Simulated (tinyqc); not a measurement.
Chemically amplified photoresist: aerial image, acid generation, bake, development and line width. From space width back to amplification rate k_amp. Computed by tinyqc, a small Python program. Command: `OMP_NUM_THREADS=1 python tinyqc.py 3031391 3031392 out.jsonl resist inv`. One thread of a shared host (Intel(R) Xeon(R) Processor @ 2.30GHz), about 0.05 s of CPU time with the checks.

Lines and spaces of pitch p with a two-beam-like image; x = 0 is the middle of the bright space. The resist is positive and treated as uniform in depth.

Inputs (values chosen for the exercise, for a model resist at 13.5 nm):

| quantity | value | unit |
|---|---|---|
| pitch p | 30 | nm |
| image contrast c | 0.87 | - |
| mean dose E | 15.6 | mJ/cm^2 |
| Dill parameter C | 0.022 | cm^2/mJ |
| quencher load q, relative to the acid generator | 0.17 | - |
| acid diffusivity D | 0.092 | nm^2/s |
| bake time t | 90 | s |
| threshold protection m_th | 0.5 | - |
| development selectivity n | 20 | - |
| largest rate r_max | 160 | nm/s |
| smallest rate r_min | 0.04 | nm/s |
| resist thickness d | 30 | nm |
| development time t_d | 30 | s |

Method:
- Dose E(x) = E [1 + c cos(2 pi x/p)]; acid h = 1 - exp(-C E(x)).
- Bake: the acid image is blurred by a Gaussian of variance sigma^2 = 2 D t (each Fourier term k of h, taken on 64 points, is multiplied by exp(-4 pi^2 k^2 D t/p^2)).
- The quencher then removes q, h_eff = max(h_blurred - q, 0); protection m = exp(-k_amp t h_eff).
- Mack rate r = r_max (a + 1)(1 - m)^n/(a + (1 - m)^n) + r_min, a = ((n + 1)/(n - 1))(1 - m_th)^n.
- Edge: vertical development clears the film where r t_d >= d; the space width is twice the x where r = d/t_d.
- Dose sensitivity = d ln(width)/d ln E from widths at 1.005 E and E/1.005; image log-slope at the edge = |d ln E/dx|, normalised by the width (NILS); latitude for 10 % of width = 10 %/sensitivity.

Task: A run gave the result below. Find the amplification rate k_amp, known to lie between 0.025 and 0.062 1/s.

space width = 12.89258 nm

Result:

Each step takes the trial c = (a f_b - b f_a)/(f_b - f_a), f being the result less the target and a, b, c the logarithms of the listed values; c replaces end b, the old b replaces a if the sign of f changed, and otherwise f_a is halved.

Scan of the range:

| amplification rate k_amp (1/s) | space width (nm) |
|---|---|
| 0.0250 | 6.5526 |
| 0.0291 | 9.4178 |
| 0.0338 | 11.4049 |
| 0.0394 | 12.9955 |
| 0.0458 | 14.2735 |
| 0.0533 | 15.3558 |
| 0.0620 | 16.2766 |

False position (Illinois rule, in the logarithm of the input) inside the bracket:

| step | end a | end b | trial | space width (nm) |
|---|---|---|---|---|
| 1 | 0.0338000 | 0.0394000 | 0.0390111 | 12.9025 |
| 2 | 0.0338000 | 0.0390111 | 0.0389373 | 12.8846 |
| 3 | 0.0390111 | 0.0389373 | 0.0389700 | 12.8926 |
| 4 | 0.0389373 | 0.0389700 | 0.0389700 | 12.8926 |

Space width rises at every point of a 13-point scan of the range (every second point is shown), so one value fits; it is bracketed by 0.0338 and 0.0394. Answer: amplification rate k_amp = 0.03897 1/s.

Caution: lateral development, standing waves and the joint diffusion of acid and quencher are left out, so widths are indicative.
